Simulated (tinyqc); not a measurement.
# Off-state leakage of single and stacked transistors: subthreshold current against the height of the stack

n-channel devices of unit width. Subthreshold current I(Vg, Vs, Vd) = I0 (T/300 K)^0.5 exp[(Vg - Vs - VT(T) - gb (Vs - Vb) + dd (Vd - Vs))/(nf Vt)] (1 - exp(-(Vd - Vs)/Vt)), VT(T) = VT - cT (T - 300 K). Gate-edge tunnelling Ig (Vd/1 V) exp(ag (Vd - 1 V)), for a gate at 0 V, and band-to-band leakage Ab u exp(-Bb/u), u = Vd - Vb + 1 V, flow at a drain held at V; both are taken as independent of T. In a stack of off transistors (all gates at 0 V) the same subthreshold current passes through each.

All n gates at 0 V, bottom source at 0 V, top drain at V; node voltages follow from equal currents.

Inputs (values chosen for the exercise); values of the order met in bulk silicon logic transistors: temperature T = 300 K; supply voltage V = 1 V; threshold at 300 K, zero drain and body bias VT = 0.3 V; fall of the threshold with temperature cT = 0.8 mV/K; current at threshold at 300 K I0 = 0.64 uA/um; slope factor nf = 1.25; drain-induced lowering per volt dd = 0.11; rise of the threshold per volt of source-body bias gb = 0.21; body voltage Vb = 0 V.

Constants: q = 1.602176634e-19 C, kB = 1.380649e-23 J/K, Vt = kB T/q. Results are converted to the units shown.

Results:

| n | I (nA/um) | reduction factor | drain voltage of the bottom device (mV) | source voltage of the top device (mV) | voltage across the top device (V) |
|---|---|---|---|---|---|
| 1 | 1.7893 | 1.0000 | 1000.0 | 0 | 1.0000 |
| 2 | 0.073791 | 24.249 | 78.055 | 78.055 | 0.92195 |
| 3 | 0.034453 | 51.936 | 20.125 | 96.700 | 0.90330 |
| 4 | 0.022300 | 80.240 | 11.556 | 107.35 | 0.89265 |
| 6 | 0.013016 | 137.47 | 6.2330 | 120.53 | 0.87947 |

Estimate the missing row, n = 5.

Computed row:

| n | I (nA/um) | reduction factor | drain voltage of the bottom device (mV) | source voltage of the top device (mV) | voltage across the top device (V) |
|---|---|---|---|---|---|
| 5 | 0.016448 | 108.79 | 8.1009 | 114.80 | 0.88520 |

With this row back in the table: The second transistor cuts the current by a factor of 24.2, the third by a further 2.14 and the sixth by 1.26. The top device keeps 87.9 % of the supply at n = 6, while the drain voltage of the bottom one falls to 0.241 Vt.

Numbers from tinyqc (`OMP_NUM_THREADS=1 python tinyqc.py 2242004 2242005 out.jsonl`; about 0.03 s on one thread of a shared Intel Xeon 2.30GHz).
